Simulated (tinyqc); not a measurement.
MP2 on RHF in the sto-6g basis, frozen core, for BeH2, spin multiplicity 1, step by step. Computed by tinyqc, a small Python program that keeps every step (integrals from PySCF). Settings: charge = 0, multiplicity = 1, basis = sto-6g, method = RHF, frozen orbitals = 1, energy threshold = 1e-10, iteration cap = 62, orthogonalisation = canonical, start = atomic densities, DIIS depth = 6. Command: `OMP_NUM_THREADS=1 python tinyqc.py 27479 27480 out.jsonl` (the two numbers bound the seeds that draw the settings). One thread of a shared host (Intel(R) Xeon(R) Processor @ 2.60GHz), about 0.2 s of CPU time with the checks. The early iterations of the SCF are left out here.

## One-electron integrals

Geometry (angstrom):
```
atom       x        y       z
Be    0.0000   0.0000  0.0000
H     0.0000   1.3570  0.0000
H     0.0000  -1.3110  0.0000
```

Basis sto-6g: exponents (1/bohr^2) and contraction coefficients of normalised primitives:
```
element  l (shell)  exponent  coefficient
Be           s (1)  312.8705       0.0092
Be           s (1)   57.3645       0.0494
Be           s (1)   16.0485       0.1685
Be           s (1)    5.5131       0.3706
Be           s (1)    2.1409       0.4165
Be           s (1)    0.8817       0.1303
Be           s (2)   13.6332      -0.0133
Be           s (2)    2.6984      -0.0470
Be           s (2)    0.8387      -0.0338
Be           s (2)    0.3227       0.2502
Be           s (2)    0.1401       0.5951
Be           s (2)    0.0642       0.2407
Be           p (3)   13.6332       0.0038
Be           p (3)    2.6984       0.0377
Be           p (3)    0.8387       0.1739
Be           p (3)    0.3227       0.4180
Be           p (3)    0.1401       0.4259
Be           p (3)    0.0642       0.1017
H            s (1)   35.5232       0.0092
H            s (1)    6.5131       0.0494
H            s (1)    1.8221       0.1685
H            s (1)    0.6260       0.3706
H            s (1)    0.2431       0.4165
H            s (1)    0.1001       0.1303
```

Overlap, kinetic and nuclear-attraction integrals over the contracted functions; the nuclear repulsion is the sum of Za Zb / Rab.

nuclear repulsion = 3.372762 hartree

overlap S:
```
         1Be 1s  1Be 2s  1Be 2px  1Be 2py  1Be 2pz   2H 1s    3H 1s
1Be 1s   1.0000  0.2548   0.0000   0.0000   0.0000  0.0694   0.0768
1Be 2s   0.2548  1.0000   0.0000   0.0000   0.0000  0.4539   0.4724
1Be 2px  0.0000  0.0000   1.0000   0.0000   0.0000  0.0000   0.0000
1Be 2py  0.0000  0.0000   0.0000   1.0000   0.0000  0.5203  -0.5331
1Be 2pz  0.0000  0.0000   0.0000   0.0000   1.0000  0.0000   0.0000
2H 1s    0.0694  0.4539   0.0000   0.5203   0.0000  1.0000   0.0391
3H 1s    0.0768  0.4724   0.0000  -0.5331   0.0000  0.0391   1.0000
```

kinetic energy T (hartree):
```
          1Be 1s   1Be 2s  1Be 2px  1Be 2py  1Be 2pz    2H 1s    3H 1s
1Be 1s    6.7688  -0.2074   0.0000   0.0000   0.0000  -0.0140  -0.0138
1Be 2s   -0.2074   0.2201   0.0000   0.0000   0.0000   0.0664   0.0735
1Be 2px   0.0000   0.0000   0.6613   0.0000   0.0000   0.0000   0.0000
1Be 2py   0.0000   0.0000   0.0000   0.6613   0.0000   0.1875  -0.2026
1Be 2pz   0.0000   0.0000   0.0000   0.0000   0.6613   0.0000   0.0000
2H 1s    -0.0140   0.0664   0.0000   0.1875   0.0000   0.7685  -0.0085
3H 1s    -0.0138   0.0735   0.0000  -0.2026   0.0000  -0.0085   0.7685
```

nuclear attraction V (hartree):
```
           1Be 1s   1Be 2s  1Be 2px  1Be 2py  1Be 2pz    2H 1s    3H 1s
1Be 1s   -15.5084  -1.8529   0.0000   0.0013   0.0000  -0.5533  -0.6148
1Be 2s    -1.8529  -3.0409   0.0000   0.0055   0.0000  -1.3358  -1.4111
1Be 2px    0.0000   0.0000  -2.9630   0.0000   0.0000   0.0000   0.0000
1Be 2py    0.0013   0.0055   0.0000  -3.1963   0.0000  -1.5024   1.5649
1Be 2pz    0.0000   0.0000   0.0000   0.0000  -2.9630   0.0000   0.0000
2H 1s     -0.5533  -1.3358   0.0000  -1.5024   0.0000  -2.9865  -0.1313
3H 1s     -0.6148  -1.4111   0.0000   1.5649   0.0000  -0.1313  -3.0384
```

core Hamiltonian H = T + V (hartree):
```
          1Be 1s   1Be 2s  1Be 2px  1Be 2py  1Be 2pz    2H 1s    3H 1s
1Be 1s   -8.7396  -2.0603   0.0000   0.0013   0.0000  -0.5673  -0.6285
1Be 2s   -2.0603  -2.8208   0.0000   0.0055   0.0000  -1.2694  -1.3376
1Be 2px   0.0000   0.0000  -2.3018   0.0000   0.0000   0.0000   0.0000
1Be 2py   0.0013   0.0055   0.0000  -2.5350   0.0000  -1.3149   1.3623
1Be 2pz   0.0000   0.0000   0.0000   0.0000  -2.3018   0.0000   0.0000
2H 1s    -0.5673  -1.2694   0.0000  -1.3149   0.0000  -2.2179  -0.1399
3H 1s    -0.6285  -1.3376   0.0000   1.3623   0.0000  -0.1399  -2.2698
```

## Two-electron integrals

Functions are numbered as in S; the eight-fold symmetry (ij|kl) = (ji|kl) = (kl|ij) leaves the list below.

Two-electron integrals (ij|kl) in chemists' order, unique and non-zero (hartree):
```
(11|11) 2.3000     (21|11) 0.3619     (21|21) 0.0719     (22|11) 0.5703
(22|21) 0.1397     (22|22) 0.4178     (31|31) 0.0153     (32|31) 0.0226
(32|32) 0.0923     (33|11) 0.5703     (33|21) 0.1397     (33|22) 0.4178
(33|33) 0.4501     (41|41) 0.0153     (42|41) 0.0226     (42|42) 0.0923
(43|43) 0.0243     (44|11) 0.5703     (44|21) 0.1397     (44|22) 0.4178
(44|33) 0.4016     (44|44) 0.4501     (51|51) 0.0153     (52|51) 0.0226
(52|52) 0.0923     (53|53) 0.0243     (54|54) 0.0243     (55|11) 0.5703
(55|21) 0.1397     (55|22) 0.4178     (55|33) 0.4016     (55|44) 0.4016
(55|55) 0.4501     (61|11) 0.1018     (61|21) 0.0196     (61|22) 0.0379
(61|33) 0.0376     (61|41) 0.0019     (61|42) 0.0037     (61|44) 0.0385
(61|55) 0.0376     (61|61) 0.0057     (62|11) 0.2215     (62|21) 0.0550
(62|22) 0.1763     (62|33) 0.1700     (62|41) 0.0077     (62|42) 0.0435
(62|44) 0.1891     (62|55) 0.1700     (62|61) 0.0165     (62|62) 0.1068
(63|31) 0.0056     (63|32) 0.0247     (63|43) 0.0078     (63|63) 0.0104
(64|11) 0.2307     (64|21) 0.0580     (64|22) 0.1947     (64|33) 0.1833
(64|41) 0.0125     (64|42) 0.0681     (64|44) 0.2175     (64|55) 0.1833
(64|61) 0.0184     (64|62) 0.1347     (64|64) 0.1764     (65|51) 0.0056
(65|52) 0.0247     (65|54) 0.0078     (65|65) 0.0104     (66|11) 0.3866
(66|21) 0.0979     (66|22) 0.3489     (66|33) 0.3237     (66|41) 0.0169
(66|42) 0.1200     (66|44) 0.3993     (66|55) 0.3237     (66|61) 0.0306
(66|62) 0.2633     (66|64) 0.3538     (66|66) 0.7750     (71|11) 0.1130
(71|21) 0.0218     (71|22) 0.0419     (71|33) 0.0416     (71|41) -0.0021
(71|42) -0.0041    (71|44) 0.0426     (71|55) 0.0416     (71|61) 0.0057
(71|62) 0.0152     (71|64) 0.0153     (71|66) 0.0265     (71|71) 0.0070
(72|11) 0.2350     (72|21) 0.0582     (72|22) 0.1855     (72|33) 0.1790
(72|41) -0.0082    (72|42) -0.0452    (72|44) 0.1987     (72|55) 0.1790
(72|61) 0.0145     (72|62) 0.0612     (72|64) 0.0609     (72|66) 0.1120
(72|71) 0.0193     (72|72) 0.1163     (73|31) 0.0061     (73|32) 0.0264
(73|43) -0.0082    (73|63) 0.0050     (73|73) 0.0117     (74|11) -0.2409
(74|21) -0.0605    (74|22) -0.2018    (74|33) -0.1900    (74|41) 0.0133
(74|42) 0.0709     (74|44) -0.2254    (74|55) -0.1900    (74|61) -0.0144
(74|62) -0.0596    (74|64) -0.0562    (74|66) -0.1065    (74|71) -0.0212
(74|72) -0.1448    (74|74) 0.1877     (75|51) 0.0061     (75|52) 0.0264
(75|54) -0.0082    (75|65) 0.0050     (75|75) 0.0117     (76|11) 0.0236
(76|21) 0.0057     (76|22) 0.0167     (76|33) 0.0164     (76|41) 1.10e-05
(76|42) 7.80e-05   (76|44) 0.0173     (76|55) 0.0164     (76|61) 0.0016
(76|62) 0.0074     (76|64) 0.0084     (76|66) 0.0154     (76|71) 0.0017
(76|72) 0.0077     (76|74) -0.0085    (76|76) 0.0007     (77|11) 0.3994
(77|21) 0.1011     (77|22) 0.3565     (77|33) 0.3308     (77|41) -0.0179
(77|42) -0.1227    (77|44) 0.4078     (77|55) 0.3308     (77|61) 0.0247
(77|62) 0.1084     (77|64) 0.1052     (77|66) 0.1983     (77|71) 0.0350
(77|72) 0.2760     (77|74) -0.3666    (77|76) 0.0154     (77|77) 0.7750
```

## Orthogonalisation

S = U s U^T; canonical form X = U s^(-1/2), so that X^T S X = 1. Each column of U has its largest component positive (the first on a tie).

eigenvalues of S: 0.2343  0.3451  0.9358  1.0000  1.0000  1.7219  1.7628

X:
```
               1        2        3        4       5        6        7
1Be 1s    0.0200  -0.3048   0.9624   0.0000  0.0000   0.0722   0.2285
1Be 2s   -0.1430   1.2356  -0.0943   0.0000  0.0000   0.1536   0.4878
1Be 2px   0.0000   0.0000   0.0000   0.9999  0.0166   0.0000   0.0000
1Be 2py   1.4349   0.1129   0.0053   0.0000  0.0000   0.5214  -0.1599
1Be 2pz   0.0000   0.0000   0.0000  -0.0166  0.9999   0.0000   0.0000
2H 1s    -0.9499  -0.8712  -0.2617   0.0000  0.0000   0.4656   0.2249
3H 1s     1.1337  -0.7116  -0.2548   0.0000  0.0000  -0.2516   0.4483
```

Within a degenerate level the vectors are fixed only up to a rotation; this is one choice.

## Iteration 7 (converged): orbitals

converged F (hartree):
```
          1Be 1s   1Be 2s  1Be 2px  1Be 2py  1Be 2pz    2H 1s    3H 1s
1Be 1s   -4.5881  -1.2489   0.0000   0.0004   0.0000  -0.3457  -0.3823
1Be 2s   -1.2489  -0.6038   0.0000   0.0070   0.0000  -0.4083  -0.4263
1Be 2px   0.0000   0.0000   0.2084   0.0000   0.0000   0.0000   0.0000
1Be 2py   0.0004   0.0070   0.0000  -0.2402   0.0000  -0.3327   0.3395
1Be 2pz   0.0000   0.0000   0.0000   0.0000   0.2084   0.0000   0.0000
2H 1s    -0.3457  -0.4083   0.0000  -0.3327   0.0000  -0.3101  -0.0516
3H 1s    -0.3823  -0.4263   0.0000   0.3395   0.0000  -0.0516  -0.3307
```

Diagonalise F' = X^T F X, C = X C', fill 3 alpha and 3 beta electrons from the bottom; D = 2 C_occ C_occ^T. Each column has its largest component positive (the first on a tie).

F' = X^T F X (hartree):
```
         1       2        3       4       5        6        7
1   0.9364  0.0287  -0.0176  0.0000  0.0000   0.0379  -0.0189
2   0.0287  0.4148   0.4423  0.0000  0.0000   0.0543   0.1666
3  -0.0176  0.4423  -3.7570  0.0000  0.0000  -0.4764  -1.5401
4   0.0000  0.0000   0.0000  0.2084  0.0000   0.0000   0.0000
5   0.0000  0.0000   0.0000  0.0000  0.2084   0.0000   0.0000
6   0.0379  0.0543  -0.4764  0.0000  0.0000  -0.4915  -0.2280
7  -0.0189  0.1666  -1.5401  0.0000  0.0000  -0.2280  -1.1761
```

orbital energies (hartree): MO1 -4.5897, MO2 -0.4595, MO3 -0.4232, MO4 0.2084, MO5 0.2084, MO6 0.4597, MO7 0.9393

coefficients C:
```
             MO1      MO2      MO3      MO4     MO5      MO6      MO7
1Be 1s    0.9946  -0.2131  -0.0259   0.0000  0.0000  -0.2041   0.0043
1Be 2s    0.0215   0.5451   0.0755   0.0000  0.0000   1.2284  -0.0734
1Be 2px   0.0000   0.0000   0.0000   0.9562  0.2926   0.0000   0.0000
1Be 2py   0.0000  -0.0641   0.4967   0.0000  0.0000   0.0326   1.4550
1Be 2pz   0.0000   0.0000   0.0000  -0.2926  0.9562   0.0000   0.0000
2H 1s    -0.0021   0.3422   0.4571   0.0000  0.0000  -0.8368  -0.9854
3H 1s    -0.0018   0.4479  -0.3511   0.0000  0.0000  -0.7943   1.0799
```

D after iteration 7:
```
          1Be 1s   1Be 2s  1Be 2px  1Be 2py  1Be 2pz    2H 1s    3H 1s
1Be 1s    2.0707  -0.1934   0.0000   0.0015   0.0000  -0.1735  -0.1764
1Be 2s   -0.1934   0.6065   0.0000   0.0051   0.0000   0.4419   0.4352
1Be 2px   0.0000   0.0000   0.0000   0.0000   0.0000   0.0000   0.0000
1Be 2py   0.0015   0.0051   0.0000   0.5017   0.0000   0.4102  -0.4062
1Be 2pz   0.0000   0.0000   0.0000   0.0000   0.0000   0.0000   0.0000
2H 1s    -0.1735   0.4419   0.0000   0.4102   0.0000   0.6520  -0.0145
3H 1s    -0.1764   0.4352   0.0000  -0.4062   0.0000  -0.0145   0.6478
```

Within a degenerate level the vectors are fixed only up to a rotation; this is one choice.

## Convergence

Stop when the energy changes by less than 1e-10 hartree and every element of the error matrix X^T (F D S - S D F) X is below 3e-06.

Course of the cycle:
```
iteration  E (hartree)     change  largest element of the error matrix
1           -15.577055          -                             5.03e-01
2           -15.708873  -1.32e-01                             1.36e-01
3           -15.723127  -1.43e-02                             2.10e-02
4           -15.723646  -5.18e-04                             6.32e-04
5           -15.723646  -3.68e-07                             1.46e-05
6           -15.723646  -1.85e-10                             1.03e-06
7           -15.723646  -1.52e-12                             1.01e-07
```

PySCF RHF in the same basis = -15.723646 hartree

Converged in 7 iterations.

## Integrals over molecular orbitals

(pq|rs) = sum C_ip C_jq C_kr C_ls (ij|kl), one index at a time.

one-electron integrals over orbitals h = C^T H C (hartree):
```
         1        2        3        4        5        6        7
1  -8.7305   0.2222   0.0277   0.0000   0.0000   0.2040  -0.0041
2   0.2222  -2.4693   0.0093   0.0000   0.0000  -0.1801   0.0338
3   0.0277   0.0093  -2.4242   0.0000   0.0000  -0.0422  -0.2773
4   0.0000   0.0000   0.0000  -2.3018   0.0000   0.0000   0.0000
5   0.0000   0.0000   0.0000   0.0000  -2.3018   0.0000   0.0000
6   0.2040  -0.1801  -0.0422   0.0000   0.0000  -1.9372  -0.0040
7  -0.0041   0.0338  -0.2773   0.0000   0.0000  -0.0040  -1.8060
```

Two-electron integrals over orbitals (pq|rs), unique and non-zero (hartree); the lowest 1 orbital is frozen and left out:
```
(22|22) 0.4108      (32|22) -0.0446     (32|32) 0.1544      (33|22) 0.4010
(33|32) 0.0371      (33|33) 0.4446      (42|42) 0.0484      (43|42) 0.0041
(43|43) 0.0151      (44|22) 0.3687      (44|32) -2.81e-04   (44|33) 0.3561
(44|44) 0.4501      (52|52) 0.0484      (53|52) 0.0041      (53|53) 0.0151
(54|54) 0.0243      (55|22) 0.3687      (55|32) -2.81e-04   (55|33) 0.3561
(55|44) 0.4016      (55|55) 0.4501      (62|22) -0.0279     (62|32) 0.0132
(62|33) -0.0437     (62|44) 0.0523      (62|55) 0.0523      (62|62) 0.0772
(63|22) 0.0220      (63|32) -0.0901     (63|33) -0.0299     (63|44) 0.0106
(63|55) 0.0106      (63|62) 0.0041      (63|63) 0.0840      (64|42) 0.0469
(64|43) 0.0066      (64|64) 0.0515      (65|52) 0.0469      (65|53) 0.0066
(65|65) 0.0515      (66|22) 0.3956      (66|32) 0.0065      (66|33) 0.4101
(66|44) 0.3692      (66|55) 0.3692      (66|62) -0.0320     (66|63) -0.0101
(66|66) 0.4129      (72|22) 0.0149      (72|32) -0.0444     (72|33) -0.0060
(72|44) -0.0080     (72|55) -0.0080     (72|62) -0.0179     (72|63) 0.0593
(72|66) 0.0019      (72|72) 0.0591      (73|22) -0.0061     (73|32) -1.38e-04
(73|33) -0.0212     (73|44) 0.0587      (73|55) 0.0587      (73|62) 0.0713
(73|63) 0.0177      (73|66) -0.0247     (73|72) -0.0070     (73|73) 0.0815
(74|42) -0.0036     (74|43) 0.0134      (74|64) -0.0013     (74|74) 0.0165
(75|52) -0.0036     (75|53) 0.0134      (75|65) -0.0013     (75|75) 0.0165
(76|22) -0.0371     (76|32) 0.1383      (76|33) 0.0375      (76|44) -0.0005
(76|55) -0.0005     (76|62) 0.0105      (76|63) -0.0935     (76|66) 0.0090
(76|72) -0.0560     (76|73) -0.0028     (76|76) 0.1402      (77|22) 0.4318
(77|32) -0.0123     (77|33) 0.4446      (77|44) 0.3910      (77|55) 0.3910
(77|62) -0.0366     (77|63) 0.0028      (77|66) 0.4367      (77|72) 0.0088
(77|73) -0.0110     (77|76) -0.0081     (77|77) 0.4902
```

## Second-order Moller-Plesset energy

Hartree-Fock energy = -15.723646 hartree

E2 = sum_ijab (ia|jb) [2 (ia|jb) - (ib|ja)] / (e_i + e_j - e_a - e_b) over occupied i, j and virtual a, b; the opposite-spin part is (ia|jb)^2 / denominator, the rest is same-spin, and SCS-MP2 scales them by 6/5 and 1/3.

Terms:
```
i  j  a  b  (ia|jb)  (ib|ja)  denominator       term
3  3  6  6   0.0840   0.0840      -1.7658    -0.0040
2  2  6  6   0.0772   0.0772      -1.8383    -0.0032
2  3  6  7   0.0713   0.0593      -2.2816    -0.0026
3  2  7  6   0.0713   0.0593      -2.2816    -0.0026
3  3  7  7   0.0815   0.0815      -2.7249    -0.0024
2  2  5  5   0.0484   0.0484      -1.3358    -0.0018
2  2  4  4   0.0484   0.0484      -1.3358    -0.0018
2  2  7  7   0.0591   0.0591      -2.7975    -0.0012
2  3  7  6   0.0593   0.0713      -2.2816    -0.0012
3  2  6  7   0.0593   0.0713      -2.2816    -0.0012
3  3  5  5   0.0151   0.0151      -1.2632  -1.81e-04
3  3  4  4   0.0151   0.0151      -1.2632  -1.81e-04
3  3  7  6   0.0177   0.0177      -2.2453  -1.40e-04
3  3  6  7   0.0177   0.0177      -2.2453  -1.40e-04
2  2  6  7  -0.0179  -0.0179      -2.3179  -1.38e-04
2  2  7  6  -0.0179  -0.0179      -2.3179  -1.38e-04
2  3  7  7  -0.0070  -0.0070      -2.7612  -1.77e-05
3  2  7  7  -0.0070  -0.0070      -2.7612  -1.77e-05
3  2  5  5   0.0041   0.0041      -1.2995  -1.32e-05
3  2  4  4   0.0041   0.0041      -1.2995  -1.32e-05
2  3  5  5   0.0041   0.0041      -1.2995  -1.32e-05
2  3  4  4   0.0041   0.0041      -1.2995  -1.32e-05
2  3  6  6   0.0041   0.0041      -1.8020  -9.41e-06
3  2  6  6   0.0041   0.0041      -1.8020  -9.41e-06
```

Pair energies (hartree; pair i-j sums ij and ji):
```
pair  opposite spin  same spin
2-2         -0.0083          0
3-2         -0.0076  -1.26e-04
3-3         -0.0071          0
```

MP2 correlation energy = -0.023114 hartree

SCS-MP2 correlation energy = -0.027627 hartree

MP2 total energy = -15.746760 hartree
